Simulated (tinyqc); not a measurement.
Sheet resistance of a shallow doped layer with concentration-dependent mobility and limited activation. Anneal temperature at a frozen profile. Computed by tinyqc, a small Python program. Command: `OMP_NUM_THREADS=1 python tinyqc.py 3020159 3020160 out.jsonl irvin sweep`. One thread of a shared host (Intel(R) Xeon(R) Processor @ 2.30GHz), about 0.04 s of CPU time with the checks.

A layer of one dopant lies in a background of the opposite type. Current flows parallel to the surface down to the junction; depletion is ignored.

Inputs (values chosen for the exercise, modelled on antimony in silicon): surface concentration C_s = 3e+20 1/cm^3; length l = 46 nm; tail abruptness = 4 nm/decade; background C_B = 2.5e+17 1/cm^3; mobility floor mu_min = 62.7 cm^2/(V s); mobility mu_max = 1410 cm^2/(V s); reference density N_r = 9.44e+16 1/cm^3; exponent alpha = 0.7; prefactor of the active limit = 3.3e+21 1/cm^3; energy of the active limit = 0.563 eV.

Profile: box with exponential tail.

Constants: k_B = 8.617333262e-05 eV/K; e = 1.602176634e-19 C.

Method:
- C(x) = C_s for x < l and C_s 10^(-(x - l)/abruptness) beyond.
- Temperatures in kelvin are T(C) + 273.15.
- Active limit C_a = prefactor x exp(-energy/(k_B T)); the junction lies where C = C_B, and the profile exceeds C_a down to x_a (zero if C_s is below C_a). Slope at the junction in nm per decade = ln(10) C/|dC/dx|.
- Active density N = min(C, C_a); carriers n = N - C_B; mobility mu = mu_min + (mu_max - mu_min)/(1 + ((N + C_B)/N_r)^alpha).
- Integrals from 0 to x_j, where C = C_B (Gauss-Legendre, 60 points on each smooth piece; 1 nm = 1e-7 cm): dose int C dx, carriers int n dx, mean mobility int n mu dx/int n dx, R_s = 1/(e int n mu dx).

One run for each value:
```
anneal temperature T (C)  sheet resistance R_s (ohm/square)  carriers per dopant atom  active limit C_a (1/cm^3)
650                                                    2567                    0.0098                  2.786e+18
700                                                    1997                    0.0144                  4.007e+18
800                                                    1301                    0.0273                  7.491e+18
850                                                    1076                    0.0358                  9.823e+18
900                                                     901                    0.0457                  1.259e+19
950                                                     763                    0.0573                  1.580e+19
1000                                                    652                    0.0704                  1.949e+19
1050                                                    562                    0.0851                  2.366e+19
1100                                                    489                    0.1015                  2.833e+19
1150                                                    428                    0.1195                  3.348e+19
```

What does the table show, and why?

Over the rows, sheet resistance R_s (ohm/square) falls from 2570 to 428; carriers per dopant atom rises from 0.00982 to 0.119; active limit C_a (1/cm^3) rises from 2.79e18 to 3.35e19. A hotter anneal raises the active limit, which stays below C_s in every row.
